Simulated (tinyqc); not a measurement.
Empirical pseudopotential in a few plane waves, step by step. One step of it, computed by the program tinyqc.

Problem. Bloch Hamiltonian at G. Basis: the 15 shortest G (labels in 2 pi/a), the same at every k. H(G,G') = c |k + G|^2 delta + VS(|G-G'|^2) cos((G-G').tau) + i VA sin((G-G').tau), tau = a/8 (1,1,1); 1 Ry = 13.605693 eV.

Parameters chosen for this model: fcc lattice, atoms at +/- a/8 (1,1,1); form factors in rydberg at |G|^2 in units of (2 pi/a)^2:

| parameter | value | unit |
|---|---|---|
| a | 6.010000 | angstrom |
| VS(3) | -0.206000 | Ry |
| VS(8) | 0.051000 | Ry |
| VS(11) | 0.046000 | Ry |
| VA(3) | 0.094000 | Ry |
| VA(4) | 0.022000 | Ry |
| VA(11) | 0.005000 | Ry |
| hbar^2/2m (2 pi/a)^2 | 4.164220 | eV |

k point G (2 pi / a): 0  0  0

Give: H(k) at G.

Solution.

H(k) at G (eV), lower triangle (Hermitian):
```
                 +0+0+0           -1-1-1           -1-1+1           -1+1-1
+0+0+0           0.0000
-1-1-1   1.9819-0.9043i          12.4927
-1-1+1  -1.9819-0.9043i   0.0000+0.2993i          12.4927
-1+1-1  -1.9819-0.9043i   0.0000+0.2993i           0.6939          12.4927
-1+1+1  -1.9819+0.9043i          -0.6939   0.0000+0.2993i   0.0000+0.2993i
+1-1-1  -1.9819-0.9043i   0.0000+0.2993i           0.6939           0.6939
+1-1+1  -1.9819+0.9043i          -0.6939   0.0000+0.2993i           0.0000
+1+1-1  -1.9819+0.9043i          -0.6939           0.0000   0.0000+0.2993i
+1+1+1   1.9819+0.9043i           0.0000          -0.6939          -0.6939
-2+0+0   0.0000-0.2993i  -1.9819+0.9043i  -1.9819-0.9043i  -1.9819-0.9043i
+0-2+0   0.0000-0.2993i  -1.9819+0.9043i  -1.9819-0.9043i   0.4426-0.0481i
+0+0-2   0.0000-0.2993i  -1.9819+0.9043i   0.4426-0.0481i  -1.9819-0.9043i
+0+0+2   0.0000+0.2993i  -0.4426-0.0481i   1.9819+0.9043i  -0.4426+0.0481i
+0+2+0   0.0000+0.2993i  -0.4426-0.0481i  -0.4426+0.0481i   1.9819+0.9043i
+2+0+0   0.0000+0.2993i  -0.4426-0.0481i  -0.4426+0.0481i  -0.4426+0.0481i

                 -1+1+1           +1-1-1           +1-1+1           +1+1-1
-1+1+1          12.4927
+1-1-1           0.0000          12.4927
+1-1+1           0.6939   0.0000+0.2993i          12.4927
+1+1-1           0.6939   0.0000+0.2993i           0.6939          12.4927
+1+1+1   0.0000+0.2993i          -0.6939   0.0000+0.2993i   0.0000+0.2993i
-2+0+0   1.9819-0.9043i   0.4426-0.0481i  -0.4426-0.0481i  -0.4426-0.0481i
+0-2+0  -0.4426-0.0481i  -1.9819-0.9043i   1.9819-0.9043i  -0.4426-0.0481i
+0+0-2  -0.4426-0.0481i  -1.9819-0.9043i  -0.4426-0.0481i   1.9819-0.9043i
+0+0+2  -1.9819+0.9043i  -0.4426+0.0481i  -1.9819+0.9043i   0.4426+0.0481i
+0+2+0  -1.9819+0.9043i  -0.4426+0.0481i   0.4426+0.0481i  -1.9819+0.9043i
+2+0+0   0.4426+0.0481i   1.9819+0.9043i  -1.9819+0.9043i  -1.9819+0.9043i

                 +1+1+1   -2+0+0   +0-2+0   +0+0-2
+1+1+1          12.4927
-2+0+0  -0.4426+0.0481i  16.6569
+0-2+0  -0.4426+0.0481i   0.6939  16.6569
+0+0-2  -0.4426+0.0481i   0.6939   0.6939  16.6569
+0+0+2  -1.9819-0.9043i  -0.6939  -0.6939   0.0000
+0+2+0  -1.9819-0.9043i  -0.6939   0.0000  -0.6939
+2+0+0  -1.9819-0.9043i   0.0000  -0.6939  -0.6939

         +0+0+2   +0+2+0   +2+0+0
+0+0+2  16.6569
+0+2+0   0.6939  16.6569
+2+0+0   0.6939   0.6939  16.6569
```
